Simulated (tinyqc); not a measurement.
When the interface binds a state: heterojunction of two tight-binding chains.

Left chain: hopping -t1, sites at 2 t1 (band bottom 0). Right chain: hopping -t2, sites at dE + 2 t2 (bottom dE). t = c/(m a^2), c = hbar^2/2m0. The bond across the interface is -tc with tc = f sqrt(t1 t2), and the last left site has the extra energy U. In a chain E = bottom + 2t (1 - cos(ka)); the surface Green function of a half chain is g = -exp(ika)/t, with Im k > 0 where cos(ka) > 1.

Constants: hbar^2/2m0 = 3.80998211 eV angstrom^2.

Inputs chosen for the exercise (masses and offset of the size met at InGaAs / InP; the results hold for these values, not for the real material):

| symbol | value | unit | meaning |
|---|---|---|---|
| a | 5 | angstrom | site spacing |
| m1 | 0.045 | m0 | mass on the left |
| m2 | 0.073 | m0 | mass on the right |
| dE | 0.28 | eV | band offset |
| f | 0.78 |  | factor on the interface hopping |

A state below both bands solves E - 2 t1 - U - S1(E) - S2(E) = 0 for E < 0, with S1 = -t1 z1, S2 = -(tc^2/t2) z2 and |z| < 1 the decaying root of z + 1/z = 2 - (E - bottom)/t. Decay lengths -a/ln|z|. The threshold is the U that solves the equation at E = 0. A dash: no bound state.

Interface state:

| U (eV) | E (eV) | decay left (angstrom) | decay right (angstrom) |
|---|---|---|---|
| -0.59 | - | - | - |
| -1.17 | - | - | - |
| -1.76 | - | - | - |
| -2.15 | -0.0097 | 93.5 | 13.5 |
| -2.54 | -0.0705 | 34.7 | 12.3 |
| -3.13 | -0.2305 | 19.2 | 10.2 |
| -3.91 | -0.5338 | 12.7 | 8.1 |
| -5.87 | -1.6299 | 7.3 | 5.4 |

threshold U = -1.9552 eV

How do the results move, and what explains it?

The step and the weakened interface bond push the state out, so an attraction must exceed 1.9552 eV to bind; 5 of the 8 rows are bound. At U = -5.87 eV the state decays over 7.3 angstrom to the left and 5.4 to the right, where the band lies higher.

tinyqc: `OMP_NUM_THREADS=1 python tinyqc.py 1481136 1481137 out.jsonl`; about 0.01 s, one thread, shared Intel(R) Xeon(R) Processor @ 2.30GHz.
